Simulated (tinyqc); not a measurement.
# From one set of inputs to another, one input at a time

Model: chemical vapour deposition: Grove model, boundary layer, depletion and step coverage. Computed by tinyqc, a small Python program. Command: `OMP_NUM_THREADS=1 python tinyqc.py 3012442 3012443 out.jsonl cvd ladder`. One thread of a shared host (Intel(R) Xeon(R) Processor @ 2.30GHz), about 0.02 s of CPU time with the checks.

A precursor diffuses to the surface and reacts there at first order; each molecule that reacts adds one formula unit of film.

The inputs printed are set A. Set A is close to those used for silicon dioxide from an alkoxysilane; the values taken over come from a set close to those used for epitaxial silicon from a chlorosilane. Inputs not listed in the table keep their values of set A, so the rows need not describe a real material.

Inputs (values chosen for the exercise, close to those used for silicon dioxide from an alkoxysilane):
```
quantity,value,unit
prefactor k0 of k_s,3e+10,cm/s
activation energy E,1.96,eV
temperature T,780,C
total pressure p,760,torr
mole fraction of the precursor Y,0.018,-
gas diffusivity D0 at 273.15 K and 760 torr,0.12,cm^2/s
film density N,2.2e+22,formula units/cm^3
precursor mass M,208,u
trench width w,0.52,um
aspect ratio of the trench,7.6,-
gas velocity U,27,cm/s
kinematic viscosity nu0 at 273.15 K and 760 torr,0.3,cm^2/s
susceptor length L,45,cm
channel height b,4,cm
```

Reactor: horizontal, atmospheric.

Constants: k_B = 1.380649e-23 J/K; u = 1.6605390666e-27 kg; k_B = 8.617333262e-05 eV/K.

Method:
- k_s = k0 exp(-E/(k_B T)); C_g = Y p/(k_B T), 1 torr = 133.322 Pa; D = D0 (T/273.15)^1.75 (760/p).
- Temperatures in kelvin are T(C) + 273.15.
- Mean speed c = sqrt(8 k_B T/(pi M)); reactive sticking probability beta = 4 k_s/c.
- nu = nu0 (T/273.15)^1.75 (760/p); Re = U L/nu; mean boundary layer delta = (2/3) L/sqrt(Re), at most b/2; h_g = D/delta.
- Fluxes in series: C_s = C_g/(1 + k_s/h_g); growth rate G = k_s h_g/(k_s + h_g) C_g/N; 1 cm/s = 6e8 nm/min.
- In a long trench of width w and depth l = aspect ratio x w: Knudsen diffusivity D_K = (2w) c/3 (hydraulic diameter 2w), combined as 1/D_e = 1/D_K + 1/D; D_e d2C/dz2 = 2 k_s C/w with D_e dC/dz = -k_s C at the floor. With m = sqrt(2 k_s/(w D_e)): C(floor)/C(top) = 1/[cosh(m l) + (k_s/(D_e m)) sinh(m l)].

Each row keeps all changes above it:
```
input moved,from,to,step coverage,modulus m l,ratio k_s/h_g
set A,-,-,0.93305,0.35406,1.5103e+01
gas velocity U (cm/s),27,8.5,0.93305,0.35406,1.9673e+01
mole fraction of the precursor Y,0.018,0.0015,0.93305,0.35406,1.9673e+01
susceptor length L (cm),45,23,0.93305,0.35406,1.9244e+01
gas diffusivity D0 at 273.15 K and 760 torr (cm^2/s),0.12,0.44,0.95514,0.28703,5.2483e+00
prefactor k0 of k_s (cm/s) and activation energy E (eV),"3e+10, 1.96","4900000, 1.98",0.99999,0.00329,6.8767e-04
trench width w (um),0.52,0.19,0.99999,0.00307,6.8767e-04
```

Step coverage goes from 0.933 to 1.000, a factor 1.07 in all. The largest single move comes from prefactor k0 of k_s with activation energy E (a factor 1.05). Modulus m l goes from 0.354 to 0.00307, a factor 0.00868 in all. The largest single move comes from prefactor k0 of k_s with activation energy E (a factor 0.0114). Ratio k_s/h_g goes from 15.1 to 6.88e-4, a factor 4.55e-5 in all. The largest single move comes from prefactor k0 of k_s with activation energy E (a factor 1.31e-4). The single moves hold for this order of the switches; the total does not depend on the order.

Caution (rows set A, gas velocity U): a growth rate above 1 um/min is far higher than usual for an oxide or nitride film. Caution (all rows): the hydraulic-diameter form of D_K is rough for a slit. Caution (rows gas velocity U, mole fraction of the precursor Y): the boundary layer is capped at b/2, so U, L and nu no longer affect h_g.

Extremes, crossings and ranges named in words are read from the listed rows.
